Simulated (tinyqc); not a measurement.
Random telegraph noise from one oxide trap in a small MOSFET: two steps of the calculation.

An acceptor-like trap exchanges electrons with the channel. Inversion charge Q = Cox u, u = n Vt W0(exp((Vg - VT)/(n Vt))), W0 the Lambert function, n = nf, Cox = eps0 eox/tox; linear regime Id = (W/L) mu Q Vd. Relative to threshold the surface potential rises by Vt ln(u/u0) and the oxide voltage by the rest of Vg - VT, with u0 = n Vt W0(1).

Values chosen for this exercise; values of the order met in silicon transistors:

| symbol | value | unit | meaning |
|---|---|---|---|
| T | 250 | K | temperature |
| eox | 3.9 |  | relative permittivity of the gate insulator (close to silicon dioxide) |
| tox | 1.4 | nm | insulator thickness |
| xt | 0.17 | nm | depth of the trap from the channel interface |
| nf | 1.1 |  | body factor |
| W | 28 | nm | gate width |
| L | 21 | nm | gate length |
| mu | 190 | cm^2/(V s) | mobility |
| asc | 1e-15 | V s | scattering coefficient of the charged trap |
| Vd | 0.05 | V | drain voltage |

Constants: q = 1.602176634e-19 C, kB = 1.380649e-23 J/K, Vt = kB T/q, eps0 = 8.8541878128e-14 F/cm where lengths are in cm. Results are converted to the units shown.

Problem 1. Step height. A = W L; threshold step dV = q (1 - xt/tox)/(Cox A); gm/Id = 1/(u + n Vt); relative step dI/I = (gm/Id) dV + asc mu/A. Id as defined.

u = 0.0017500310 V
N = 2.6941430e10 cm^-2

Find: electrons in the channel N A; dV; gm/Id; number part of dI/I; dI/I; Id; dI.

Solution 1.

electrons in the channel N A = 0.15842
dV = 9.7057 mV
gm/Id = 39.296 1/V
number part of dI/I = 38.140 %
dI/I = 41.371 %
Id = 0.054676 uA
dI = 22.620 nA

Problem 2. Lorentzian spectrum. Spectrum S(f) = 4 dI^2/{(tc + te)[(1/tc + 1/te)^2 + (2 pi f)^2]}; corner fc = (1/tc + 1/te)/(2 pi); variance dI^2 tc te/(tc + te)^2. Give S at f = 0, at fc and at 10 fc.

tc = 0.67688061 s
te = 0.51541553 s
dI = 22.619785 nA

Find: fc; S(0); S(fc); S(10 fc); rms current.

Solution 2.

fc = 0.5439 Hz
S(0) = 1.470e-16 A^2/Hz
S(fc) = 7.348e-17 A^2/Hz
S(10 fc) = 1.455e-18 A^2/Hz
rms current = 11.21 nA

The rms value is 0.495 of the step; it reaches its largest share, 1/2, when tc = te.

Range of the model: VT is taken as given; short-channel effects and the uneven flow of current among few electrons are left out.

Computed by the program tinyqc: `OMP_NUM_THREADS=1 python tinyqc.py 2710086 2710087 out.jsonl`, one thread of a shared Intel Xeon 2.30GHz, about 0.01 s for the whole run.
